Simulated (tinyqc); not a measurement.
Inside a calculation. Method: Pariser-Parr-Pople SCF with singles CI, for the molecule c1ccc2ccccc2c1 (SMILES; centres numbered as the heavy atoms are written). One step of it, computed by the program tinyqc.

Question. PPP integrals. Mataga-Nishimoto: gamma = 14.399645/(R + a), a = 2 x 14.399645/(gamma_rr + gamma_ss); H_rr = -W_r - sum_(s != r) z_s gamma_rs; H_rs = beta for bonds.

Centres (angstrom, eV; a flat drawing with bonds scaled to 1.40 angstrom):

| centre | x | y | core charge z | W | gamma_rr |
|---|---|---|---|---|---|
| 1C | 2.425000 | -0.700000 | 1 | 11.160000 | 11.130000 |
| 2C | 2.425000 | 0.700000 | 1 | 11.160000 | 11.130000 |
| 3C | 1.212000 | 1.400000 | 1 | 11.160000 | 11.130000 |
| 4C | 0.000000 | 0.700000 | 1 | 11.160000 | 11.130000 |
| 5C | -1.212000 | 1.400000 | 1 | 11.160000 | 11.130000 |
| 6C | -2.425000 | 0.700000 | 1 | 11.160000 | 11.130000 |
| 7C | -2.425000 | -0.700000 | 1 | 11.160000 | 11.130000 |
| 8C | -1.212000 | -1.400000 | 1 | 11.160000 | 11.130000 |
| 9C | 0.000000 | -0.700000 | 1 | 11.160000 | 11.130000 |
| 10C | 1.212000 | -1.400000 | 1 | 11.160000 | 11.130000 |

Resonance integrals (eV):

| i | j | beta |
|---|---|---|
| 1 | 2 | -2.470000 |
| 2 | 3 | -2.470000 |
| 3 | 4 | -2.470000 |
| 4 | 5 | -2.470000 |
| 5 | 6 | -2.470000 |
| 6 | 7 | -2.470000 |
| 7 | 8 | -2.470000 |
| 8 | 9 | -2.470000 |
| 9 | 10 | -2.470000 |
| 10 | 1 | -2.470000 |
| 9 | 4 | -2.470000 |

Give: repulsion gamma_rs; core matrix H.

Answer.

repulsion gamma_rs (eV), lower triangle:
```
         1C      2C      3C      4C      5C      6C      7C      8C
1C   11.130
2C    5.346  11.130
3C    3.872   5.345  11.130
4C    3.517   3.872   5.346  11.130
5C    2.621   2.881   3.873   5.346  11.130
6C    2.271   2.344   2.881   3.872   5.345  11.130
7C    2.344   2.271   2.621   3.517   3.872   5.346  11.130
8C    2.881   2.621   2.882   3.873   3.517   3.872   5.345  11.130
9C    3.872   3.517   3.873   5.346   3.873   3.517   3.872   5.346
10C   5.345   3.872   3.517   3.873   2.882   2.621   2.881   3.873

         9C     10C
9C   11.130
10C   5.346  11.130
```

core matrix H (eV), lower triangle:
```
          1C       2C       3C       4C       5C       6C       7C       8C
1C   -43.229
2C    -2.470  -43.229
3C     0.000   -2.470  -45.370
4C     0.000    0.000   -2.470  -49.722
5C     0.000    0.000    0.000   -2.470  -45.370
6C     0.000    0.000    0.000    0.000   -2.470  -43.229
7C     0.000    0.000    0.000    0.000    0.000   -2.470  -43.229
8C     0.000    0.000    0.000    0.000    0.000    0.000   -2.470  -45.370
9C     0.000    0.000    0.000   -2.470    0.000    0.000    0.000   -2.470
10C   -2.470    0.000    0.000    0.000    0.000    0.000    0.000    0.000

          9C      10C
9C   -49.722
10C   -2.470  -45.370
```
